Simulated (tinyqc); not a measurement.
MOS structure on a p-type body, non-linear Poisson equation by Newton steps: one step of the calculation.

One dimension, insulator interface at x = 0, acceptor density Na, uniform, net doping C = -(acceptor density). psi is counted from the intrinsic level: n = ni exp((psi - Vb)/Vt), p = ni exp(-psi/Vt); deep in the body psi_b = -Vt ln(Na/ni). The gate acts through Cox = eps0 eox/tox and has the potential psi_G = Vg - (phiM - chi - Vt ln(Nc/ni)). Boltzmann statistics, full ionisation, classical densities, no oxide or interface charge.

Question. Newton step. Solve the tridiagonal system a_(i-1) d_(i-1) + b_i d_i + a_i d_(i+1) = -F_i for nodes 0 to 14, with d = 0 on fixed nodes. If the largest |d| exceeds 4 Vt, the whole step is scaled down so that it equals 4 Vt.

Inputs (values chosen for the exercise): temperature T = 300 K.

Constants: q = 1.602176634e-19 C, kB = 1.380649e-23 J/K, Vt = kB T/q. Results are converted to the units shown.

coupling a_i, interval 0 to 14 (F/cm^2): 2.0718799e-5  1.3113164e-5  8.3543546e-6  5.2585785e-6  3.3417419e-6  2.1141632e-6  1.3453766e-6  8.4913113e-7  5.3955207e-7  3.4189438e-7  2.1537214e-7  1.3812533e-7  8.7053779e-8  5.5103190e-8  3.4880134e-8

```
node  diagonal b (F/cm^2)  residual F (C/cm^2)
0           -2.2639686e-5         4.9083848e-6
1           -3.3838360e-5                   ~0
2           -2.1477584e-5                   ~0
3           -1.3628848e-5                   ~0
4           -8.6254574e-6                   ~0
5           -5.4955690e-6                   ~0
6           -3.5220106e-6                   ~0
7           -2.2931719e-6                   ~0
8           -1.5443643e-6                   ~0
9           -1.1268673e-6                   ~0
10          -9.4597346e-7                   ~0
11          -9.6382686e-7                   ~0
12          -1.1870305e-6                   ~0
13          -1.6642620e-6                   ~0
14          -2.4946117e-6                   ~0
```

psi at the start, node 0 to 15 (V): -0.35790239  -0.35790239  -0.35790239  -0.35790239  -0.35790239  -0.35790239  -0.35790239  -0.35790239  -0.35790239  -0.35790239  -0.35790239  -0.35790239  -0.35790239  -0.35790239  -0.35790239  -0.35790239

Find: Newton step d, before damping; psi after iteration 1.

Answer.

Newton step d, before damping, node 0 to 14 (V): 2.188  2.154  2.101  2.021  1.900  1.723  1.476  1.156  0.784  0.424  0.162  0.037  0.004  0.000  0.000
psi after iteration 1, node 0 to 15 (V): -0.2545  -0.2561  -0.2586  -0.2624  -0.2681  -0.2765  -0.2882  -0.3033  -0.3209  -0.3378  -0.3503  -0.3562  -0.3577  -0.3579  -0.3579  -0.3579

Numbers from tinyqc (`OMP_NUM_THREADS=1 python tinyqc.py 2080099 2080100 out.jsonl`; about 0.3 s on one thread of a shared Intel Xeon 2.30GHz).

~0 in a residual or rate marks an entry under 1e-11 of the largest of its column.
